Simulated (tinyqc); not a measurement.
# Finite-size error of a charged defect in a periodic cell: Madelung and Makov-Payne terms, step by step

A worked calculation. Computed by tinyqc, a small Python program that keeps every step. Command: `OMP_NUM_THREADS=1 python tinyqc.py 3011821 3011822 out.jsonl imagecharge walk`. One thread of a shared host (Intel(R) Xeon(R) Processor @ 2.30GHz), about 0.02 s of CPU time with the checks. Intermediate numbers are printed to about 5 digits and carried at full precision; extremes and crossings named in words are read from the listed rows.

L is the cube root of the cell volume. The defect charge is a Gaussian, rho(r) = q (2 pi sigma^2)^(-3/2) exp(-r^2/2 sigma^2), repeated periodically in a uniform neutralising background and screened by a continuum. The model cell energy is E(L) = E_0 + [periodic - isolated electrostatic energy].

Inputs (values chosen for the exercise, with screening close to that of ZnSe):
```
quantity,value,unit
charge q,2,e
cell length L,12.2,angstrom
dielectric constant eps,9.08,-
width sigma of the defect charge,2,angstrom
formation energy of the isolated defect E_0,2.657,eV
```

Supercell lattice: sc. Screening: isotropic.

scatter added to the six cells, standing for numerical noise (meV): [15, -0.91, 10, -55, 2.7, -21]

Constants: e^2/(4 pi eps_0) = 14.39964548 eV angstrom.

## The cell

Cell vectors: (1,0,0), (0,1,0), (0,0,1), scaled to volume L^3.

cell vectors (rows) (angstrom):
```
,1,2,3
1,12.2,0.0,0.0
2,0.0,12.2,0.0
3,0.0,0.0,12.2
```

nearest image = 12.2 angstrom

## Madelung energy

Ewald sum for a unit point charge: scale each Cartesian component of the cell by 1/sqrt(eps_i), giving R', G' and V'; E = [ (1/2) sum erfc(eta R')/R' + (2 pi/V') sum exp(-G'^2/4 eta^2)/G'^2 - eta/sqrt(pi) - pi/(2 V' eta^2) ] e^2/(4 pi eps_0) / sqrt(eps_x eps_y eps_z), over n_i = -6..6, omitting n = (0,0,0), eta = 2/V'^(1/3). alpha = -2 E eps_g L/(e^2/(4 pi eps_0)), eps_g = (eps_x eps_y eps_z)^(1/3).

terms for a unit charge (eV): real space 0.00186, reciprocal 0.01146, self -0.14668, background -0.05105

Madelung constant alpha = 2.8373

point-charge correction -q^2 E = 0.73763 eV

## Energy of the smeared charge in the cell

Periodic energy of the Gaussian: (2 pi q^2/V) sum_(G != 0) exp(-sigma^2 G^2)/(G.eps.G) x e^2/(4 pi eps_0), n_i = -k..k with k = max(9, L/sigma rounded up). Isolated energy: q^2/(2 sqrt(pi) sigma) <1/(n.eps.n)> e^2/(4 pi eps_0), the mean over directions n, here 1/eps.

periodic energy = 0.24487 eV

isolated energy = 0.89473 eV

finite-size error = -0.64986 eV

E(L) = 2.0071 eV

## Makov-Payne correction

Second radial moment Q = q <r^2> = 3 q sigma^2; E(corrected) = E(L) + q^2 alpha e^2/(4 pi eps_0)/(2 eps L) - 2 pi q Q e^2/(4 pi eps_0)/(3 eps L^3). Errors left are the corrected energies less E_0.

Q = 24 e angstrom^2

third-order term = -0.087798 eV

error left after the first term = 0.087773 eV

error left after both terms = -2.5085e-05 eV

third-order over first-order term, in size = 0.11903

The point-charge term alone overcorrects by 0.0878 eV, 12 % of itself; both terms leave -2.5e-5 eV, from the overlap of the Gaussian tails.

## A series of cells

Cells of the same shape with L scaled by 0.7, 0.85, 1, 1.25, 1.5 and 2; the scatter is added to E(L). The point-charge correction scales as 1/L from its value at the input L.

Scaling data:
```
L (angstrom),1/L (1/angstrom),E(L) (eV),E(L) + point-charge correction (eV)
8.54,0.11710,1.8685,2.9223
10.37,0.09643,1.9308,2.7986
12.20,0.08197,2.0171,2.7548
15.25,0.06557,2.0568,2.6470
18.30,0.05464,2.1940,2.6857
24.40,0.04098,2.2782,2.6470
```

## Ways to reach the isolated limit

Least-squares fits of E(L) to a + b/L, a + c/L^3 or a + b/L + c/L^3; the estimate is a, and errors are against E_0.

Estimates of E_0:
```
way,estimate (eV),error (meV)
"largest cell, uncorrected",2.2782,-378.84
"largest cell, point-charge term",2.6470,-10.03
"1/L fit, three smallest",2.3474,-309.63
"1/L fit, all six",2.4685,-188.53
"1/L^3 fit, all six",2.2003,-456.71
"1/L and 1/L^3, three smallest",2.9077,250.73
"1/L and 1/L^3, all six",2.6340,-22.97
"corrected data, 1/L^3 fit",2.6351,-21.87
```

coefficient b of the full fit = -8.9763 eV angstrom

Best here: largest cell, point-charge term (-10.0 meV); worst: 1/L^3 fit, all six (-457 meV). The fitted b is 99.7 % of the Madelung value -q^2 alpha e^2/(8 pi eps_0 eps_g), so such a fit also measures the screening. A pure 1/L fit lands below E_0, because the positive 1/L^3 term flattens the small-cell points.

Checks made by the program: the same sum with another eta (relative difference below 1e-10); both terms against the exact model when the clouds do not overlap (relative difference below 1e-10).
